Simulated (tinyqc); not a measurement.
Deep-level transient spectroscopy (DLTS) of one majority-carrier trap: one step, computed by the program tinyqc.

A filling pulse loads the traps in a one-sided junction; under reverse bias they empty at the rate e, and the capacitance relaxes as C(t) = C_0 - dC exp(-e t). The signal is S = [C(t_2) - C(t_1)]/dC.

Question. Peaks for six windows. e = g sigma v N_b exp(-E/k_B T), v = sqrt(3 k_B T/m), N_b = 2 M (2 pi m k_B T/h^2)^(3/2), sigma = sigma_0 exp(-E_b/k_B T), E = E_t. S(e) = exp(-e t_1) - exp(-e t_2) peaks at the rate window e_0 = ln(t_2/t_1)/(t_2 - t_1). t_1 is scaled by 0.1, 0.3, 1, 3, 10 and 30 at fixed t_2/t_1; each T_p by bisection.

Inputs (values chosen for the exercise, with mass and screening modelled on CdTe):
```
quantity                    value  unit
density-of-states mass m    0.619   m_0
valleys M                       1     -
trap depth E_t               0.56    eV
cross-section sigma_0     1.7e-14  cm^2
degeneracy ratio g              2     -
gate time t_1               0.004     s
ratio t_2/t_1                  10     -
capture barrier E_b          0.16    eV
```

Carriers: holes. Extra term: capture barrier.

Constants: k_B = 8.617333262e-05 eV/K; k_B = 1.380649e-23 J/K; m_0 = 9.1093837015e-31 kg; h = 6.62607015e-34 J s.

Give: Arrhenius data.

Answer.

Arrhenius data:
```
t_1 (s)  e_0 (1/s)  T_p (K)  1/(k_B T_p) (1/eV)  ln(e_0/T_p^2)
0.0004      639.61   357.94              32.420         -5.300
0.0012      213.20   343.04              33.828         -6.313
0.0040       63.96   328.03              35.376         -7.428
0.0120       21.32   315.40              36.793         -8.448
0.0400        6.40   302.60              38.350         -9.569
0.1200        2.13   291.76              39.775        -10.595
```
